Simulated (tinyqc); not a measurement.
# Koster-Slater impurity in a tight-binding band, by Green functions and by supercells, step by step

A worked calculation. Computed by tinyqc, a small Python program that keeps every step. Command: `OMP_NUM_THREADS=1 python tinyqc.py 3016222 3016223 out.jsonl kosterslater walk`. One thread of a shared host (Intel(R) Xeon(R) Processor @ 2.30GHz), about 0.04 s of CPU time with the checks. Intermediate numbers are printed to about 6 digits and carried at full precision; extremes and crossings named in words are read from the listed rows.

One orbital per site, e(k) = -2 t sum cos(k_i) over 2 direction(s), band from -4 t to 4 t, lattice constant 1. One site has the extra energy U. Spin is left out.

Inputs (values chosen for the exercise, for a model band): hopping t = 0.6 eV; impurity potential U = 4.14 eV; supercell edge N = 3 sites; energy inside the band E = 0.199 eV; broadening eta = 0.06 eV; impurity concentration c = 0.02 per site.

Lattice: square.

Constants: hbar = 6.582119569e-16 eV s.

## The host Green function outside the band

Outside the band G0(E) = (2/(pi E)) K(m), m = 16 t^2/E^2, K the complete elliptic integral with parameter m. A bound state solves 1/U = G0(E). Energies: 0.05, 0.2, 0.5, 1, 2, 4 and 8 t beyond the band edge on the side of U, rounded to four digits.

Scan on the side of U:
```
E (eV)  G0 (1/eV)  1/U - G0 (1/eV)
2.43     0.852484        -0.610938
2.52     0.659972        -0.418426
2.70     0.527058        -0.285513
3.00     0.423416        -0.181871
3.60     0.320019        -0.078474
4.80     0.223580         0.017966
7.20     0.143008         0.098538
```

G0 diverges at the band edge, so any U binds a state, exponentially weakly when U is small.

## The bound state

Bisection in ln(distance from the edge) between 1e-5 t and |U| + t. Weight on the impurity site: -1/(U^2 dG0/dE), by a central difference with step min(1e-4 t, distance/30). Decay length along an axis: 1/arccosh(1 + distance/(2 t)).

level E_b = 4.49450 eV

distance from the band edge = 2.09450 eV

weight on the impurity site = 0.911463

decay length = 0.599474 sites

The state is compact: most of it sits on the impurity.

## Green function inside the band

Inside the band G0(z), z = E + i eta, comes from the chain form 1/(sqrt(y - 2t) sqrt(y + 2t)) (principal roots) at y = z + 2 t cos k, averaged over k in (0, pi) with 200 Gauss-Legendre points.

G0(E + i eta) = 0.34030-1.01748i 1/eV

## Scattering

T = U/(1 - U G0); phase shift delta = -arg(1 - U G0) in (-pi, pi]; host density of states -Im G0/pi; on the impurity -Im[G0/(1 - U G0)]/pi; lifetime of a band state hbar/(-2 c Im T).

T matrix = -0.094503-0.973648i eV

phase shift delta = -1.66755 rad

host density of states = 0.323874 1/eV

density of states on the impurity = 0.0180822 1/eV

scattering lifetime = 16.9007 fs

The Born approximation would take Im T = U^2 Im G0 = -17.4 eV, 17.9 times the full value.

## The supercell Hamiltonian at Gamma

H_ij = -t for each bond from i to j, images included (two bonds add when N = 2); H_11 = U; sites are numbered with the last coordinate running fastest. Diagonalise.

H (eV):
```
       1      2      3      4      5      6      7      8
1   4.14  -0.60  -0.60  -0.60   0.00   0.00  -0.60   0.00
2  -0.60   0.00  -0.60   0.00  -0.60   0.00   0.00  -0.60
3  -0.60  -0.60   0.00   0.00   0.00  -0.60   0.00   0.00
4  -0.60   0.00   0.00   0.00  -0.60  -0.60  -0.60   0.00
5   0.00  -0.60   0.00  -0.60   0.00  -0.60   0.00  -0.60
6   0.00   0.00  -0.60  -0.60  -0.60   0.00   0.00   0.00
7  -0.60   0.00   0.00  -0.60   0.00   0.00   0.00  -0.60
8   0.00  -0.60   0.00   0.00  -0.60   0.00  -0.60   0.00
9   0.00   0.00  -0.60   0.00   0.00  -0.60  -0.60  -0.60

       9
1   0.00
2   0.00
3  -0.60
4   0.00
5   0.00
6  -0.60
7  -0.60
8  -0.60
9   0.00
```

levels (eV): [-2.22755, -0.60000, -0.60000, -0.60000, 0.12664, 1.20000, 1.20000, 1.20000, 4.44090]

## The level in the supercell

In a periodic cell of N sites along each direction with Bloch vector K, the level solves 1/U = N^-d sum_k 1/(E - e(k)), k_i = (2 pi m_i + K_i)/N, m_i = 0..N-1; the outermost root on the side of U is taken (bisection). d is the number of directions. Gamma means K_i = 0, the zone corner K_i = pi, the quarter point K_i = pi/2. The error is measured against the isolated level E_b.

level at Gamma = 4.44090 eV

level at the corner = 4.54918 eV

level at the quarter point = 4.49425 eV

error at Gamma = -0.0535973 eV

width between Gamma and the corner = 0.108280 eV

Images turn the level into a band 0.108 eV wide; the quarter point misses the isolated level by -2.5e-4 eV, far less than Gamma, because the leading hopping between images averages out there.

## Convergence with cell size

Even N; errors against the isolated level E_b, set to 0 below 1e-6 t.

Error of the level (eV):
```
N   sites        Gamma        corner  quarter point
2       4  3.27247e-01  -3.54499e-01   -8.73897e-03
4      16  8.97797e-03  -8.73897e-03   -7.64239e-06
6      36  2.53590e-04  -2.51457e-04              0
8      64  7.65642e-06  -7.64239e-06              0
12    144            0             0              0
16    256            0             0              0
```

The error at Gamma falls exponentially, between the last two resolved rows by exp(-1.750) per site against 1/(decay length) = 1.668; the rest is the power-law prefactor of the Green function. Gamma and the corner err in opposite directions. Among the sizes listed an error below 1 meV is first reached at N = 6 at Gamma; at the quarter point N = 4 is enough.

## Phase shift across the band

delta/pi = -arg(1 - U G0)/pi counts the states added below E (Friedel); host DOS = -Im G0/pi, DOS on the impurity = -Im[G0/(1 - U G0)]/pi; 13 evenly spaced energies from -(band edge + |U| + 2t) to +(band edge + |U| + 2t).

Across the spectrum:
```
E (eV)  Re G0 (1/eV)  host DOS (1/eV)  DOS on the impurity (1/eV)   delta/pi
-7.74      -0.132476         0.000344                   0.0001435  -0.000920
-6.45      -0.160851         0.000514                   0.0001851  -0.001277
-5.16      -0.205747         0.000863                   0.0002518  -0.001930
-3.87      -0.290536         0.001854                   0.0003821  -0.003485
-2.58      -0.594519         0.014855                   0.0012360  -0.017749
-1.29      -0.441804         0.175246                   0.0132775  -0.215873
0.00        0.000000         0.428465                   0.0133666  -0.443482
1.29        0.441804         0.175246                   0.0297912  -0.611047
2.58        0.594519         0.014855                   0.0068368  -0.958158
3.87        0.290536         0.001854                   0.0444533  -0.962323
5.16        0.205747         0.000863                   0.0390835  -0.024072
6.45        0.160851         0.000514                   0.0046022  -0.006367
7.74        0.132476         0.000344                   0.0016872  -0.003154
```

delta/pi starts and ends near zero (-0.001 and -0.003): the impurity moves states but creates none. delta/pi is negative in the band, down to -0.96 among these rows (-1 just below the level for small eta), and the lost state returns at the level above the band (4.494 eV).

Checks made by the program: G0 at the level by a direct sum over directions (relative difference below 1e-10); diagonalisation against the k sum (relative difference below 1e-10).
